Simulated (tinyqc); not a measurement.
Worked calculation: coherent transport through a tight-binding region between two chains. One step of it, computed by the program tinyqc.

Question. Transmission at E = -0.87 eV. Surface Green function g = (E - i sqrt(4 t^2 - E^2)) / (2 t^2); self-energy tc^2 g on each contact site; G = (E - H - Sigma)^(-1); Gamma = -2 Im Sigma; T = Gamma_L Gamma_R |G_LR|^2; local density of states -Im G_ii / pi.

H of the central region (eV):
$$\begin{pmatrix}
0.000000 & -0.550000 & 0.000000 & 0.000000 & 0.000000 \\
-0.550000 & 0.000000 & -0.550000 & 0.000000 & 0.000000 \\
0.000000 & -0.550000 & 0.000000 & -0.550000 & 0.000000 \\
0.000000 & 0.000000 & -0.550000 & 0.000000 & -0.550000 \\
0.000000 & 0.000000 & 0.000000 & -0.550000 & 0.000000
\end{pmatrix}$$

Leads: semi-infinite chains with site energy 0:
```
parameter                           value
lead hopping t (eV)              1.520000
coupling to the left lead (eV)   0.520000
coupling to the right lead (eV)  1.060000
left contact site                       1
right contact site                      5
```

E = -0.870000 eV

Give: g; G; local density of states; transmission.

Answer.

g = -0.188-0.630i 1/eV

G (1/eV):
$$\begin{pmatrix}
-0.127-1.428i & 1.187-2.087i & 2.005-1.873i & 1.984-0.876i & 1.133+0.487i \\
1.187-2.087i & 1.121-3.476i & 2.405-3.411i & 2.683-1.920i & 1.839+0.374i \\
2.005-1.873i & 2.405-3.411i & 1.799-3.522i & 2.260-2.161i & 1.775+0.105i \\
1.984-0.876i & 2.683-1.920i & 2.260-2.161i & 0.892-1.498i & 0.969-0.209i \\
1.133+0.487i & 1.839+0.374i & 1.775+0.105i & 0.969-0.209i & -0.242-0.434i
\end{pmatrix}$$

local density of states (1/eV): [0.454, 1.106, 1.121, 0.477, 0.138]

transmission = 0.735
